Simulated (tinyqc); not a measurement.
How far the derived k.p bands hold: k.p values derived from sp3s* tight binding at Gamma.

sp3s* tight binding, nearest neighbours only: anion (a) at 0, cation (c) at a/4 (1,1,1), orbitals s, px, py, pz, s* on each; k in units of 2 pi/a. With phases e_j = exp(i (pi/2) k.n_j) for n = (1,1,1), (1,-1,-1), (-1,1,-1), (-1,-1,1): g0 = (e1+e2+e3+e4)/4, g1 = (e1+e2-e3-e4)/4, g2 = (e1-e2+e3-e4)/4, g3 = (e1-e2-e3+e4)/4. The diagonal holds the levels Esa, Epa, Exa (s*) and Esc, Epc, Exc. Anion-cation block: <sa|sc> = Vss g0; <sa|xc> = Vsapc g1; <xa|sc> = -Vscpa g1; <xa|xc> = Vxx g0; <xa|yc> = <ya|xc> = Vxy g3, <xa|zc> = <za|xc> = Vxy g2, <ya|zc> = <za|yc> = Vxy g1; <s*a|xc> = Vxapc g1; <xa|s*c> = -Vpaxc g1; y and z take g2 and g3 in place of g1; s-s* and s*-s* vanish.

Constants: hbar^2/2m0 = 3.80998211 eV angstrom^2.

Parameters, chosen for this exercise (near a published set for GaAs, fitted to gaps, whose masses and valley positions are rough; not measured data): a = 5.648 angstrom (lattice constant); Esa = -8.289 eV (s level of the anion); Epa = 1.037 eV (p level of the anion); Esc = -2.679 eV (s level of the cation); Epc = 3.72 eV (p level of the cation); Exa = 8.481 eV (s* level of the anion); Exc = 6.779 eV (s* level of the cation); Vss = -6.375 eV (s-s); Vxx = 1.981 eV (px-px); Vxy = 5.129 eV (px-py); Vsapc = 4.507 eV (s anion, p cation); Vscpa = 5.743 eV (s cation, p anion); Vxapc = 4.779 eV (s* anion, p cation); Vpaxc = 4.871 eV (p anion, s* cation).

Couplings:

| pair | P (eV angstrom) | E(first) - E(second) (eV) |
|---|---|---|
| S+ to P- | -7.62905 | 1.49480 |
| S+ to P+ | -0.11067 | -3.29017 |
| S- to P- | 1.41682 | -12.43483 |
| s*a to P- | -3.16250 | 8.49498 |
| s*c to P- | 6.07574 | 6.79298 |

mass = 0.11505 m0

L, M, N (eV angstrom^2): -43.7516  -9.3260  -47.8808

Along [100]: level 5 and level 2 of the full matrix against parabolas c k^2/m and L k^2, and against the two-level form that keeps S+ and the x state of P- exactly, [[EG + (c/m - P^2/EG) k^2, P k], [P k, (L + P^2/EG) k^2]]. Energies from Ev.

Levels (eV):

| k (1/angstrom) | c: full | c: parabola | c: two-level | v: full | v: parabola | v: two-level |
|---|---|---|---|---|---|---|
| 0.02 | 1.5079 | 1.5080 | 1.5079 | -0.0173 | -0.0175 | -0.0173 |
| 0.04 | 1.5453 | 1.5478 | 1.5454 | -0.0675 | -0.0700 | -0.0677 |
| 0.06 | 1.6024 | 1.6140 | 1.6031 | -0.1459 | -0.1575 | -0.1466 |
| 0.09 | 1.7130 | 1.7630 | 1.7162 | -0.3043 | -0.3544 | -0.3076 |
| 0.12 | 1.8393 | 1.9717 | 1.8481 | -0.4976 | -0.6300 | -0.5064 |
| 0.16 | 2.0134 | 2.3426 | 2.0359 | -0.7905 | -1.1200 | -0.8133 |
| 0.20 | 2.1798 | 2.8194 | 2.2250 | -1.1092 | -1.7501 | -1.1556 |
| 0.30 | 2.5160 | 4.4752 | 2.6628 | -1.9648 | -3.9376 | -2.1252 |

The conduction parabola stays within 10 meV up to k = 0.04 and the two-level form up to 0.12; for the light valence band, 0.04 and 0.12 (1/angstrom, among these rows; a dash would mean not even the first). At 0.2 the errors are +640 and +45 meV for the conduction band. Keeping the strongest coupling exactly removes most of that error; the rest comes from higher bands and from the lattice.

Computed by tinyqc, a small Python program: `OMP_NUM_THREADS=1 python tinyqc.py 1482851 1482852 out.jsonl` (the numbers bound the seed that draws the inputs); one thread of a shared host (Intel(R) Xeon(R) Processor @ 2.30GHz), about 0.01 s for the whole set of steps.
